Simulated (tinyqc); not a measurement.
# From total conductivity back to temperature T

Model: defect equilibria of an oxide against oxygen pressure (mass action). Computed by tinyqc, a small Python program. Command: `OMP_NUM_THREADS=1 python tinyqc.py 3000280 3000281 out.jsonl brouwer inv`. One thread of a shared host (Intel(R) Xeon(R) Processor @ 2.30GHz), about 0.03 s of CPU time with the checks.

Defects: oxygen vacancies V (charge +2), electrons n, holes p, the ionic partner X = O_i'' (charge -2), and the dopant. Activities are taken equal to concentrations.

Inputs (values chosen for the exercise, for a model oxide):
```
quantity                           value             unit
reduction enthalpy H_r              5.59               eV
prefactor K_r0                     7e+69  cm^-9 atm^(1/2)
gap E_g                              3.8               eV
prefactor N_c N_v                4.6e+42            cm^-6
disorder enthalpy H_s               3.29               eV
prefactor K_s0                   7.2e+44            cm^-6
dopant density N_d               1.5e+18            cm^-3
oxygen pressure P                  2e-19              atm
electron mobility mu_n              0.07       cm^2/(V s)
hole mobility mu_p                 0.066       cm^2/(V s)
vacancy diffusion prefactor D_0   0.0078           cm^2/s
vacancy migration energy E_m        0.79               eV
```

Ionic disorder: anion Frenkel. Dopant (singly charged, fully ionised): acceptor.

Constants: k_B = 8.617333262e-05 eV/K; e = 1.602176634e-19 C.

Method:
- K_r = K_r0 exp(-H_r/k_B T) = [V] n^2 P^(1/2); K_i = N_c N_v exp(-E_g/k_B T) = n p; K_s = K_s0 exp(-H_s/k_B T) = [X] [V].
- Neutrality: 2 [V] + p = n + 2 [X] + N_d. With n as the unknown, [V] = K_r/(n^2 P^(1/2)), p = K_i/n, [X] = K_s/[V]; the log ratio is ln(positive/negative).
- The root is found by 60 bisections in ln n between n = 1e-10 and 1e25 cm^-3.
- sigma_n = e n mu_n, sigma_p = e p mu_p, sigma_ion = 2 e [V] mu_V with mu_V = 2 e D/(k_B T) and D = D_0 exp(-E_m/k_B T); only the oxygen vacancies carry ionic current, and the ionic transport number is sigma_ion over the total.

Question. A run gave the result below. Find the temperature T, known to lie between 600 and 1100 K.

total conductivity = 2.787055e-07 S/cm

Answer.

Each step takes the trial c = (a f_b - b f_a)/(f_b - f_a), f being the result less the target and a, b, c the logarithms of the listed values; c replaces end b, the old b replaces a if the sign of f changed, and otherwise f_a is halved.

Scan of the range:
```
temperature T (K)  total conductivity (S/cm)
600                              1.67764e-08
664                              6.61408e-08
734                              2.26438e-07
812                              8.99704e-07
899                              1.27871e-05
994                              3.46383e-04
1100                             6.78226e-03
```

False position (Illinois rule, in the logarithm of the input) inside the bracket:
```
step    end a    end b    trial  total conductivity (S/cm)
1     734.000  812.000  739.777                2.48739e-07
2     812.000  739.777  742.956                2.61891e-07
3     812.000  742.956  746.356                2.76708e-07
4     812.000  746.356  747.155                2.80313e-07
5     746.356  747.155  746.799                2.78699e-07
6     747.155  746.799  746.800                2.78705e-07
7     747.155  746.800  746.800                2.78706e-07
8     746.800  746.800  746.800                2.78705e-07
```

Total conductivity rises at every point of a 13-point scan of the range (every second point is shown), so one value fits; it is bracketed by 734 and 812. Answer: temperature T = 746.8 K.
